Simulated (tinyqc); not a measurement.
Worked calculation: Slater-Koster d bands of a bcc metal. Values are carried at full precision from step to step, so a last printed digit may differ when a step is redone from the rounded ones.

Slater-Koster d bands. For a bond with direction cosines (l, m, n) the 5 x 5 block is dds Ps + ddp Pp + ddd (1 - Ps - Pp), the projectors on sigma, pi and delta states about the bond; for instance <xy|xy> = 3 l^2 m^2 dds + (l^2 + m^2 - 4 l^2 m^2) ddp + (n^2 + l^2 m^2) ddd, <xy|yz> = 3 l m^2 n dds + l n (1 - 4 m^2) ddp + l n (m^2 - 1) ddd and <3z2-r2|3z2-r2> = (n^2 - (l^2 + m^2)/2)^2 dds + 3 n^2 (l^2 + m^2) ddp + (3/4)(l^2 + m^2)^2 ddd. H(k) sums the blocks times cos(k.R) over the neighbours; the d level is the zero of energy; k in 2 pi/a.

Inputs chosen for the exercise (of the size met in Mo; shifted at random, so the results belong to these values and not to a real crystal):
- dds = -1.358 eV (dd sigma)
- ddp = 0.923 eV (dd pi)
- ddd = -0.054 eV (dd delta)
- f2 = 0.487 (factor on all three integrals for second neighbours)
- k = (0.87, 0.13, 0.24) 2 pi/a (wave vector)
- Nd = 5 (d electrons per atom)

## The block of one bond

Direction (1,1,1)/sqrt3; its eigenvalues must be dds once, ddp twice and ddd twice.

block (eV):
```
             xy       yz       zx    x2-y2   3z2-r2
xy      -0.2716  -0.5432  -0.5432        0  -0.3760
yz      -0.5432  -0.2716  -0.5432  -0.3257   0.1880
zx      -0.5432  -0.5432  -0.2716   0.3257   0.1880
x2-y2         0  -0.3257   0.3257   0.5973        0
3z2-r2  -0.3760   0.1880   0.1880        0   0.5973
```

## Levels at Gamma

Neighbours: eight at (a/2)(1,1,1) and equivalents, and six at a(1,0,0) and equivalents with the integrals times f2.

Summing the blocks at k = 0 gives E(t2g) = (8/3) dds + (16/9) ddp + (32/9) ddd + f2 (4 ddp + 2 ddd), E(eg) = (16/3) ddp + (8/3) ddd + f2 (3 dds + 3 ddd).

levels (eV): t2g (threefold) -0.4270, eg (twofold) 2.7157

The t2g level lies lower, by 3.1428 eV.

## The Hamiltonian at one k

Sum over the neighbours.

H(k) (eV):
```
             xy       yz       zx    x2-y2   3z2-r2
xy       2.5614   1.0843  -1.0843        0   0.3459
yz       1.0843   1.9697   0.4997  -0.6500   0.3753
zx      -1.0843   0.4997   1.9697  -0.6500  -0.3753
x2-y2         0  -0.6500  -0.6500  -4.3135        0
3z2-r2   0.3459   0.3753  -0.3753        0  -3.5238
```

## Levels and character

Diagonalise H; t2g is xy, yz, zx and eg the other two.

levels (eV): -4.4359  -3.5856  0.4017  2.5918  3.6915

weights:
```
     band 1  band 2  band 3  band 4  band 5
t2g   0.017   0.010   0.997   0.983   0.993
eg    0.983   0.990   0.003   0.017   0.007
```

## Levels at points of symmetry

Coordinates: G (0, 0, 0), H (1, 0, 0), N (0.5, 0.5, 0), P (0.5, 0.5, 0.5); the others lie half way.

Levels (eV):
```
k        band 1  band 2  band 3  band 4  band 5
G        -0.427  -0.427  -0.427   2.716   2.716
G-H 0.5  -1.958  -0.053  -0.053   0.582   1.851
H        -6.842  -6.842   3.918   3.918   3.918
N        -4.293  -4.291   1.858   1.958   4.398
P        -1.745  -1.745  -1.745   2.063   2.063
P-G 0.5  -2.692  -2.692   2.077   2.077   2.305
G-N 0.5  -2.360  -1.901   1.829   1.986   2.337
```

On these points the bands run from -6.842 (H) to 4.398 eV (N).

## Second moment and the rectangular band

mu2 = z (dds^2 + 2 ddp^2 + 2 ddd^2)/5 per orbital, with z = 8 + 6 f2^2. A rectangular band with the same mu2 has width W = sqrt(12 mu2), Fermi level W (Nd/10 - 1/2) and bond energy -W Nd (10 - Nd)/20 (Friedel).

mu2 = 6.6976 eV^2
W = 8.9650 eV
Fermi level = 0.0000 eV
bond energy per atom = -11.2063 eV

The bond energy is the attractive part alone; the repulsion between atoms, left out, cancels a large share of it in the cohesive energy.

## Checks

- Levels at Gamma from the formulas against H(0): they agree to 1e-10 or better.
- Second moment from the formula against the mean square level on the mesh: both 6.69760.

Run: tinyqc, `OMP_NUM_THREADS=1 python tinyqc.py 1450552 1450553 out.jsonl`; Intel(R) Xeon(R) Processor @ 2.30GHz, one thread, shared host; about 0.03 s of CPU time with all checks.
